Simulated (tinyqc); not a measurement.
Worked calculation: MP2 on RHF in the 6-311g basis, for H2, spin multiplicity 1. One step of it, computed by the program tinyqc.

Question. Second-order Moller-Plesset energy. E2 = sum_ijab (ia|jb) [2 (ia|jb) - (ib|ja)] / (e_i + e_j - e_a - e_b) over occupied i, j and virtual a, b; the opposite-spin part is (ia|jb)^2 / denominator, the rest is same-spin, and SCS-MP2 scales them by 6/5 and 1/3.

orbital energies (hartree): MO1 -0.588990, MO2 0.165259, MO3 0.307948, MO4 0.641225, MO5 2.445138, MO6 2.718549

Two-electron integrals over orbitals (pq|rs), unique and non-zero (hartree):
```
(11|11) 0.642947    (21|21) 0.047007    (22|11) 0.347994    (22|22) 0.298414
(31|11) -0.133302   (31|22) -0.025245   (31|31) 0.054687    (32|21) 0.022788
(32|32) 0.039382    (33|11) 0.364019    (33|22) 0.273847    (33|31) -0.035759
(33|33) 0.281922    (41|21) -0.063380   (41|32) -0.007943   (41|41) 0.105135
(42|11) -0.135561   (42|22) -0.044838   (42|31) 0.039053    (42|33) -0.045698
(42|42) 0.053666    (43|21) 0.030373    (43|32) 0.017693    (43|41) -0.041267
(43|43) 0.026344    (44|11) 0.501076    (44|22) 0.326687    (44|31) -0.081913
(44|33) 0.314162    (44|42) -0.102684   (44|44) 0.435922    (51|11) -0.095610
(51|22) -0.010092   (51|31) 0.051230    (51|33) -0.023639   (51|42) 0.024954
(51|44) -0.056780   (51|51) 0.089097    (52|21) 0.000124    (52|32) 0.002489
(52|41) 0.004605    (52|43) -0.007026   (52|52) 0.010612    (53|11) 0.111513
(53|22) 0.030819    (53|31) -0.040031   (53|33) 0.035765    (53|42) -0.034045
(53|44) 0.073336    (53|51) -0.045769   (53|53) 0.037188    (54|21) 0.003455
(54|32) -0.019597   (54|41) -0.024374   (54|43) 0.008299    (54|52) -0.016293
(54|54) 0.040360    (55|11) 0.636642    (55|22) 0.339247    (55|31) -0.136100
(55|33) 0.360135    (55|42) -0.132046   (55|44) 0.493541    (55|51) -0.128667
(55|53) 0.124379    (55|55) 0.673368    (61|21) -0.028723   (61|32) 0.014018
(61|41) 0.066621    (61|43) -0.030266   (61|52) 0.024090    (61|54) -0.055866
(61|61) 0.096122    (62|11) -0.025204   (62|22) 0.011129    (62|31) 0.020605
(62|33) -0.000548   (62|42) 0.003050    (62|44) -0.008949   (62|51) 0.034271
(62|53) -0.014272   (62|55) -0.039276   (62|62) 0.020340    (63|21) 0.029024
(63|32) -0.000080   (63|41) -0.051452   (63|43) 0.020323    (63|52) -0.007385
(63|54) 0.024552    (63|61) -0.049183   (63|63) 0.032894    (64|11) 0.147213
(64|22) 0.024471    (64|31) -0.061470   (64|33) 0.043003    (64|42) -0.043039
(64|44) 0.092137    (64|51) -0.078410   (64|53) 0.051313    (64|55) 0.171968
(64|62) -0.033975   (64|64) 0.089599    (65|21) 0.080541    (65|32) 0.009487
(65|41) -0.136457   (65|43) 0.061529    (65|52) -0.025492   (65|54) 0.066619
(65|61) -0.135690   (65|63) 0.086901    (65|65) 0.248296    (66|11) 0.681445
(66|22) 0.357734    (66|31) -0.157149   (66|33) 0.371048    (66|42) -0.149910
(66|44) 0.535547    (66|51) -0.170571   (66|53) 0.146398    (66|55) 0.733354
(66|62) -0.051411   (66|64) 0.207915    (66|66) 0.826063
```

Hartree-Fock energy = -1.12737846 hartree

Give: Terms; Pair energies; MP2 correlation energy; SCS-MP2 correlation energy; MP2 total energy.

Answer.

Terms:
```
i  j  a  b  (ia|jb)  (ib|ja)  denominator       term
1  1  4  4    0.105    0.105       -2.460  -4.49e-03
1  1  2  4   -0.063   -0.063       -1.984  -2.02e-03
1  1  4  2   -0.063   -0.063       -1.984  -2.02e-03
1  1  3  3    0.055    0.055       -1.794  -1.67e-03
1  1  2  2    0.047    0.047       -1.508  -1.46e-03
1  1  6  6    0.096    0.096       -6.615  -1.40e-03
1  1  5  5    0.089    0.089       -6.068  -1.31e-03
1  1  4  6    0.067    0.067       -4.538  -9.78e-04
1  1  6  4    0.067    0.067       -4.538  -9.78e-04
1  1  5  3    0.051    0.051       -3.931  -6.68e-04
1  1  3  5    0.051    0.051       -3.931  -6.68e-04
1  1  6  2   -0.029   -0.029       -4.062  -2.03e-04
1  1  2  6   -0.029   -0.029       -4.062  -2.03e-04
```

Pair energies (hartree; pair i-j sums ij and ji):
```
pair  opposite spin  same spin
1-1          -0.018          0
```

MP2 correlation energy = -0.01808 hartree

SCS-MP2 correlation energy = -0.02169 hartree

MP2 total energy = -1.14545 hartree
